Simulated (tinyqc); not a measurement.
Conduction-band anticrossing with a localised impurity level: sweeps and comparisons. A value that a table varies takes the place of the one given here.

Host conduction band EM(k) = Eg - al x + c k^2/mM, c = hbar^2/2m0, coupled to a flat level EI by V = C sqrt(x): H = [[EM, V], [V, EI]], E+/- = (EM + EI)/2 +/- sqrt((EM - EI)^2/4 + V^2). The host weight of a state at E is f = 1/(1 + V^2/(E - EI)^2), and its mass at k = 0 is mM/f. The gap is E-(0), the valence top staying at 0.

Constants: hbar^2/2m0 = 3.80998211 eV angstrom^2.

Inputs chosen for the exercise (host near GaAs; not measured data):
```
symbol  value   unit     meaning
Eg      1.536   eV       gap at Gamma to the s-like level
mM      0.0681  m0       mass of the host band
EI      1.703   eV       impurity level, from the valence top of the host
C       2.05    eV       coupling
al      1.57    eV       linear shift of the host edge
x       0.037            impurity fraction
aM      112     meV/GPa  pressure coefficient of the host edge
aI      36      meV/GPa  pressure coefficient of the level
```

## Impurity fraction

The last column is the bowing that a quadratic law would need at that x, (Eg - gap)/(x (1 - x)), with equal end gaps.

Results:
```
x (%)  E- (eV)  E+ (eV)  gap (eV)  host weight of E-  mass of E-  bowing (eV)
0.1     1.5124   1.7250    1.5124              0.896      0.0760         23.6
0.2     1.4929   1.7430    1.4929              0.840      0.0811         21.6
0.5     1.4463   1.7849    1.4463              0.758      0.0898         18.0
1.0     1.3872   1.8361    1.3872              0.704      0.0968         15.0
2.0     1.2974   1.9102    1.2974              0.662      0.1029         12.2
3.0     1.2251   1.9668    1.2251              0.644      0.1057         10.7
5.0     1.1057   2.0548    1.1057              0.629      0.1082          9.1
8.0     0.9587   2.1547    0.9587              0.622      0.1094          7.8
```

The apparent bowing falls from 23.6 to 7.8 eV, so no single constant describes the gap: the part from the coupling goes as x while V is small against |EM - EI| and as sqrt(x) beyond (V = |Eg - EI| near x = 0.66 %), with the linear term al x on top; the fall of the gap goes as the power 0.87 of x between the first two rows and 0.63 between the last two. The mass of E- goes from 0.0760 to 0.1094, higher although the gap falls, against the usual k.p trend; with al = 0 the weight tends to 1/2 at large x.

## Pressure

Eg and EI move linearly with pressure; V is kept. The slope of E- is f aM + (1 - f) aI.

Results:
```
P (GPa)  EM (eV)  EI (eV)  E- (eV)  E+ (eV)  host weight of E-  slope of E- (meV/GPa)
0         1.4779   1.7030   1.1804   2.0005              0.637                   84.4
1         1.5899   1.7390   1.2631   2.0658              0.593                   81.1
2         1.7019   1.7750   1.3424   2.1345              0.546                   77.5
3         1.8139   1.8110   1.4181   2.2068              0.498                   73.9
4         1.9259   1.8470   1.4902   2.2827              0.450                   70.2
5         2.0379   1.8830   1.5586   2.3623              0.404                   66.7
6         2.1499   1.9190   1.6236   2.4453              0.360                   63.3
7         2.2619   1.9550   1.6853   2.5316              0.319                   60.2
8         2.3739   1.9910   1.7441   2.6208              0.282                   57.4
```

The unmixed levels cross at 2.96 GPa, where E+ - E- has its minimum 2V = 0.789 eV and the weights are 1/2. The slope of E- falls from 84 to 57 meV/GPa, between the limits aM = 112 and aI = 36, as the state turns impurity-like. The X valleys, which pass below the Gamma edge of the host at high pressure, are left out.

## What each parameter does

At k = 0. Each row changes one parameter from the base and keeps the others.

Results:
```
case             E- (eV)  E+ (eV)  gap (eV)  mass (m0)
base              1.1804   2.0005    1.1804     0.1069
EI = 1.653 eV     1.1615   1.9694    1.1615     0.1119
al = 2.07 eV      1.1685   1.9939    1.1685     0.1052
Eg = 1.586 eV     1.2115   2.0194    1.2115     0.1119
C = 2.3575 eV     1.1232   2.0577    1.1232     0.1098
x = 0.04255       1.1474   2.0248    1.1474     0.1075
mM = 0.05788 m0   1.1804   2.0005    1.1804     0.0908
```

The largest shifts from the base row, up to three for each result and ties (the steps differ in size, so this ranks the rows, not the parameters). E- (eV): C -0.0572, x -0.0330, Eg +0.0311; unchanged at the printed digits by mM. E+ (eV): C +0.0572, EI -0.0311, x +0.0243; unchanged at the printed digits by mM. gap (eV): C -0.0572, x -0.0330, Eg +0.0311; unchanged at the printed digits by mM. mass (m0): mM -0.0160, EI +0.0051, Eg +0.0051.

Computed by tinyqc, a small Python program: `OMP_NUM_THREADS=1 python tinyqc.py 1051424 1051425 out.jsonl` (the numbers bound the seed that draws the inputs); one thread of a shared host (Intel(R) Xeon(R) Processor @ 2.30GHz), about 0.01 s for the whole set of steps.
